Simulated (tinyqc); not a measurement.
Oxide trap near a transistor channel: two-state multiphonon kinetics, telegraph noise and bias instability: one step, computed by the program tinyqc.

An n-channel device under positive gate bias. The trap is empty (state 1) or holds an electron (state 2); both states are parabolas of equal curvature, and the electron reservoir is taken at the Fermi level of the channel.

Problem. Barriers and time constants. E_21 = E_t - e F x is the energy of state 2 over state 1; barriers E_c = (E_R + E_21)^2/(4 E_R), E_e = E_c - E_21; tau_c = exp(E_c/k_B T)/(k_0 P), tau_e = exp(E_e/k_B T)/(k_0 P), P the tunnelling factor; occupation f_2 = tau_e/(tau_c + tau_e); 1/tau_0 = 1/tau_c + 1/tau_e.

Inputs (values chosen for the exercise, with an insulator like Si3N4 on silicon):
```
quantity                                value   unit
insulator constant eps_ox                6.99      -
trap depth x from the interface           1.2     nm
tunnel barrier phi_b                     2.15     eV
trap level above E_F at zero field E_t   0.76     eV
relaxation energy E_R                     2.9     eV
oxide field F                             6.9  MV/cm
attempt rate k_0 at the interface       1e+11    1/s
temperature T                             400      K
```

Parts treated: one trap and an ensemble.

tunnelling factor = 8.427111e-06

Constants: k_B = 8.617333262e-05 eV/K.

Give: E_21; capture barrier E_c; emission barrier E_e; capture time tau_c; emission time tau_e; occupation f_2; tau_0.

Solution.

E_21 = -0.068 eV

capture barrier E_c = 0.6914 eV

emission barrier E_e = 0.7594 eV

capture time tau_c = 610.3 s

emission time tau_e = 4389 s

occupation f_2 = 0.8779

tau_0 = 535.8 s

The two times are within a factor 30 of each other, so the trap switches between both states and shows as telegraph noise. Caution: a field 1.5 times as high comes near the usual breakdown field of such an insulator. Caution: the field lowers the tunnel barrier appreciably over the trap depth, so the rectangular barrier understates the rate.
